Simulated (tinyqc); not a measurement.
# Implant damage, amorphisation by cascade overlap, and solid-phase epitaxial regrowth, step by step

A worked calculation. Computed by tinyqc, a small Python program that keeps every step. Command: `OMP_NUM_THREADS=1 python tinyqc.py 3113843 3113844 out.jsonl sper walk`. One thread of a shared host (Intel(R) Xeon(R) Processor @ 2.30GHz), about 0.01 s of CPU time with the checks. Intermediate numbers are printed to about 5 digits and carried at full precision; extremes and crossings named in words are read from the listed rows.

Range and width of the damage are inputs. Dynamic annealing enters only through the surviving share f.

Inputs (values chosen for the exercise, modelled on arsenic ions in silicon):
```
quantity,value,unit
atomic density N,49.9,1/nm^3
ion Z1,33,-
ion mass M1,74.9,u
target Z2,14,-
target mass M2,28.09,u
ion energy E,15,keV
displacement energy E_d,15,eV
depth of the damage peak R_d,10,nm
width of the damage profile s_d,5.2,nm
share of defects that survive f,0.82,-
critical displaced share x_c,0.12,-
dose Q,2.5e+14,1/cm^2
overlaps needed n,2,-
area amorphised by one track A_i,1.3,nm^2
regrowth prefactor v0,4.1e+15,nm/s
regrowth energy E_a,2.72,eV
anneal temperature,628,C
rate relative to (100),1,-
peak enhancement by the dopant,3.6,-
ramp rate,57,K/s
```

Constants: a_0 = 0.529177210903 angstrom; e^2/(4 pi eps_0) = 14.39964548 eV angstrom; k_B = 8.617333262e-05 eV/K.

## Damage energy and displacements per ion

Robinson partition: eps = E a M2/(Z1 Z2 (e^2/(4 pi eps_0)) (M1 + M2)), a = 0.8853 a_0/sqrt(Z1^(2/3) + Z2^(2/3)); k = 0.0793 Z1^(2/3) Z2^(1/2) (M1 + M2)^(3/2)/((Z1^(2/3) + Z2^(2/3))^(3/4) M1^(3/2) M2^(1/2)); damage energy T_d = E/(1 + k (eps + 0.40244 eps^(3/4) + 3.4008 eps^(1/6))); displacements nu = 0.8 T_d/(2 E_d).

reduced energy eps = 0.071808

k = 0.11556

damage energy T_d = 11.829 keV

T_d/E = 0.78857

displacements per ion nu = 315.43

21 % of the energy goes to electrons.

## The amorphous layer

Displaced share x(z) = f nu Q exp(-(z - R_d)^2/(2 s_d^2))/(sqrt(2 pi) s_d N); the layer is amorphous where x > x_c, between R_d -/+ s_d sqrt(2 ln(x_max/x_c)), the upper edge being cut at the surface. Threshold dose Q_c = Q x_c/x_max.

peak displaced share x_max = 0.99417

threshold dose Q_c = 3.0176e+13 1/cm^2

upper edge = 0 nm

lower edge = 20.693 nm

The layer reaches the surface.

## Damage left below the interface

Displaced atoms per area beyond the lower edge z2: f nu Q (1/2) erfc((z2 - R_d)/(sqrt2 s_d)); they are not removed by regrowth.

share of the damage beyond z2 = 0.019871

displaced atoms beyond z2 = 1.2849e+15 1/cm^2

## Layer against dose

The formulas are those given above.

Dose series; the last column is f nu Q erfc((z2 - R_d)/(sqrt2 s_d))/2:
```
Q (1/cm^2),x_max,upper edge (nm),lower edge (nm),displaced atoms beyond z2 (1/cm^2)
3.32e+13,0.1320,7.7274,12.273,2.8427e+15
4.53e+13,0.1801,5.3127,14.687,2.1522e+15
7.54e+13,0.2998,2.9626,17.037,1.7157e+15
1.21e+14,0.4812,1.3338,18.666,1.4960e+15
2.11e+14,0.8391,0.0000,20.256,1.3258e+15
3.62e+14,1.4396,0.0000,21.592,1.2080e+15
7.54e+14,2.9984,0.0000,23.193,1.0900e+15
1.51e+15,6.0048,0.0000,24.547,1.0059e+15
```

A dose 45 times larger moves the lower edge from 12.3 to 24.5 nm, as the root of a logarithm, and the damage beyond it falls by a factor 2.8, since the edge lies on an ever steeper tail. The layer reaches the surface at Q_c exp(R_d^2/(2 s_d^2)) = 1.92e14 per cm^2.

## Overlap model

Gibbons model: a point turns amorphous after n + 1 hits; with y = A_i Q the amorphous share is 1 - exp(-y) sum_(k=0..n) y^k/k!. Doses are set by y.

Amorphous share:
```
y,Q (1/cm^2),direct impact (n = 0),given n
0.1,7.6923e+12,0.09516,1.5465e-04
0.3,2.3077e+13,0.25918,3.5995e-03
0.6,4.6154e+13,0.45119,2.3115e-02
1.0,7.6923e+13,0.63212,8.0301e-02
2.0,1.5385e+14,0.86466,3.2332e-01
3.0,2.3077e+14,0.95021,5.7681e-01
5.0,3.8462e+14,0.99326,8.7535e-01
8.0,6.1538e+14,0.99966,9.8625e-01
```

At small y the share grows as y^3; between the first rows the exponent is 2.86.

## Isothermal regrowth

v = v0 x orientation factor x exp(-E_a/(k_B T)) x [1 + (enhancement - 1) exp(-(z - R_d)^2/(2 s_d^2))], T = anneal temperature + 273.15 K; the dopant is taken to follow the damage profile; the lower front moves from the lower edge z2 to the surface, or to the middle (z1 + z2)/2 of a buried layer with upper edge z1; time = int dz/v; the equivalent undoped distance is that time times the undoped velocity.

undoped velocity = 2.5170 nm/s

distance to regrow = 20.693 nm

time without enhancement = 8.2213 s

equivalent undoped distance = 8.9076 nm

time with enhancement = 3.5389 s

The rate doubles for each 18 K or so near this temperature.

## Regrowth during a ramp

On a linear ramp from 200 C regrowth ends at the T_f where int v_undoped dT/(ramp rate) equals the equivalent undoped distance.

temperature at which regrowth ends = 682.54 C

Checks made by the program: tail against quadrature of x(z) N (relative difference below 1e-10).
